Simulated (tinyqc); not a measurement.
Abrupt p-n junction, non-linear Poisson equation by Newton steps: one step of the calculation.

One dimension, p side on the left, n side on the right; net doping C = -Na for x < 0 and +Nd for x > 0. The potential psi is counted from the intrinsic level, and the quasi-Fermi potentials are flat: 0 for holes and -V for electrons, so n = ni exp((psi + V)/Vt) and p = ni exp(-psi/Vt) (Boltzmann statistics, full ionisation, no current).

Task. Check against the exact first integral and the depletion approximation. ni = sqrt(Nc Nv) exp(-Eg/(2 Vt)), Eg in volts. Exact first integral for an abrupt junction with thick neutral sides: psi_p = -Vt ln(Na/ni), psi_n = Vt ln(Nd/ni) - V, psi_j = (Nd psi_n + Na psi_p - Vt (Nd - Na))/(Na + Nd) at the junction, n_j = ni exp((psi_j + V)/Vt), p_j = ni exp(-psi_j/Vt), and E_j^2 = (2 q/(eps0 eps_r)) [Nd (psi_n - psi_j - Vt) + Vt (n_j + p_j)] (minority densities of the neutral sides neglected). Depletion approximation: Vbi = Vt ln(Na Nd/ni^2), W = sqrt(2 eps0 eps_r (Vbi - V)(1/Na + 1/Nd)/q), xp = W Nd/(Na + Nd), xn = W Na/(Na + Nd), peak field 2 (Vbi - V)/W, capacitance eps0 eps_r/W.

Values chosen for this exercise; band and dielectric values those of a made-up semiconductor: temperature T = 273 K; band gap Eg = 3.43 eV; relative permittivity eps_r = 9.53; conduction-band density of states at T Nc = 2.18e18 cm^-3; valence-band density of states at T Nv = 3.46e19 cm^-3; acceptor density of the p side Na = 5e17 cm^-3; donor density of the n side Nd = 7.1e15 cm^-3; bias of the p side against the n side V = 0 V.

Constants: q = 1.602176634e-19 C, kB = 1.380649e-23 J/K, Vt = kB T/q, eps0 = 8.8541878128e-14 F/cm where lengths are in cm. Results are converted to the units shown.

Find: psi_j; exact field at the junction; Vbi; W; peak field in the depletion approximation.

Result.

psi_j = -1.5802 V
exact field at the junction = 92.858 kV/cm
Vbi = 3.1956 V
W = 693.41 nm
peak field in the depletion approximation = 92.171 kV/cm

Program tinyqc, `OMP_NUM_THREADS=1 python tinyqc.py 2000078 2000079 out.jsonl`; Intel Xeon 2.30GHz, shared host, one thread, about 0.03 s.
